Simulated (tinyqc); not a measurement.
Plasmons of a degenerate electron gas in the random-phase approximation, step by step. Values are carried at full precision from step to step, so a last printed digit may differ when a step is redone from the rounded ones.

Zero temperature, parabolic band: kF = (3 pi^2 n)^(1/3), EF = c kF^2/m, Ep^2 = 8 pi c e2 n/(m eb), qTF^2 = 6 pi e2 n/(eb EF), c = hbar^2/2m0, e2 = e^2/(4 pi eps0), n in 1/angstrom^3 (1e-24 per 1/cm^3).

Constants: hbar^2/2m0 = 3.80998211 eV angstrom^2; e^2/(4 pi eps0) = 14.39964547 eV angstrom; a0 (Bohr radius) = 0.5291772105 angstrom.

Inputs chosen for the exercise (a free-electron density near that of Na; the results hold for these values, not for the real material): n = 2.64e+22 1/cm^3 (electron density); m = 1 m0 (mass); eb = 1 (background dielectric constant); q = 1.26 1/angstrom (wave vector); E = 1.38 eV (energy transfer); qp = 0.75 1/angstrom (wave vector of the plasmon).

## Scales of the gas

Also rs = (3/(4 pi n))^(1/3) m/(a0 eb).

kF = 0.92117 1/angstrom
EF = 3.2330 eV
Ep = 6.0334 eV
qTF = 1.4888 1/angstrom
hbar vF = 7.0193 eV angstrom
rs = 3.937

Ep/EF = 1.866. With rs above 1 exchange and correlation, left out here, lower the dispersion noticeably.

## The dielectric function at one point

Lindhard function: eps(q, E)/eb = 1 + (qTF/q)^2 (f1 + i f2) with z = q/(2 kF), u = E/(hbar vF q), hbar vF = 2 c kF/m; f1 = 1/2 + [h(z - u) + h(z + u)]/(8 z), h(x) = (1 - x^2) ln|(x + 1)/(x - 1)|; f2 = pi u/2 for z + u < 1, (pi/(8 z))(1 - (z - u)^2) for |z - u| < 1 < z + u, else 0. Pairs exist for c (q^2 - 2 q kF)/m < E < c (q^2 + 2 q kF)/m.

Give also the loss function Im(-eb/eps).

z, u: [0.6839, 0.1560]

f1, f2: [0.7863, 0.2451]

eps/eb = 2.098+0.342i
loss function = 0.076

The point lies inside the pair continuum, so eps has an imaginary part.

## The plasmon at one wave vector

Solve f1 (qTF/q)^2 = -1 above the continuum, and compare with E^2 = Ep^2 + (3/5)(hbar vF q)^2 + (c q^2/m)^2.

top of the continuum = 7.408 eV
plasmon energy = 7.921 eV
short formula = 7.591 eV

The plasmon lies 0.5133 eV above the continuum and 31.3 % above Ep; the short formula errs by -4.16 %.

## Where Landau damping starts

Find qc at which the plasmon meets the top of the continuum, eps(qc, c (qc^2 + 2 qc kF)/m) = 0, and compare with Ep/(hbar vF).

qc = 0.8657 1/angstrom
qc/kF = 0.940
energy there = 8.932 eV
Ep/(hbar vF) = 0.8595 1/angstrom

The simple estimate is 0.993 times qc.

## Checks

- F-sum of the loss function at q = 1.3 qc over (pi/2) Ep^2 against 1: both 1.00.
- f1 at E = 0 and z = 0.6 against the static Lindhard function: both 0.86968.

Program tinyqc; command `OMP_NUM_THREADS=1 python tinyqc.py 1651392 1651393 out.jsonl`; about 0.01 s on one thread of a shared Intel(R) Xeon(R) Processor @ 2.30GHz.
